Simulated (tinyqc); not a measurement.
Bandgap voltage reference from two bipolar transistors: one step of the calculation.

Two transistors of area 1 and N carry the same current I. Is(T) = Is (T/T0)^eta exp[(Vg0 q/kB)(1/T0 - 1/T)], VBE1 = Vt ln(I/Is(T)) + I rb, VBE2 = Vt ln(I/(N Is(T))) + I rb/N. The amplifier forces I R1(T) = VBE1 - VBE2 + Vos, with R(T) = R (1 + tc (T - T0)) for both resistors, and the output is Vref = VBE1 + I R2(T). Base currents and the Early effect are neglected.

Problem. Operating point at the reference temperature. Vt = kB T/q; I = (Vt ln N + Vos)/(R1(T) - rb (1 - 1/N)). Evaluate at T = T0.

Inputs (values chosen for the exercise); values of the order met in silicon bipolar transistors:
- T0 = 323 K (reference temperature)
- Vg0 = 1.204 V (band-gap voltage extrapolated to 0 K)
- eta = 3.1 (temperature exponent of the saturation current)
- Is = 1.4e-16 A (saturation current of the unit transistor at T0)
- N = 15 (area ratio of the second transistor)
- R1 = 20 kohm (resistor across which the difference of VBE falls, at T0)
- tc = -600 ppm/K (temperature coefficient of both resistors)
- Vos = 0 mV (offset of the amplifier)
- rb = 60 ohm (series resistance of the unit transistor)
- R2 = 153.2 kohm (output resistor at T0)

Constants: q = 1.602176634e-19 C, kB = 1.380649e-23 J/K. Results are converted to the units shown.

Give: Vt; I; Is(T); VBE1; I R2; Vref.

Solution.

Vt = 0.02783 V
I = 3.779 uA
Is(T) = 1.400e-16 A
VBE1 = 0.6688 V
I R2 = 0.5790 V
Vref = 1.248 V

Computed by the program tinyqc: `OMP_NUM_THREADS=1 python tinyqc.py 2062026 2062027 out.jsonl`, one thread of a shared Intel Xeon 2.30GHz, about 0.02 s for the whole run.
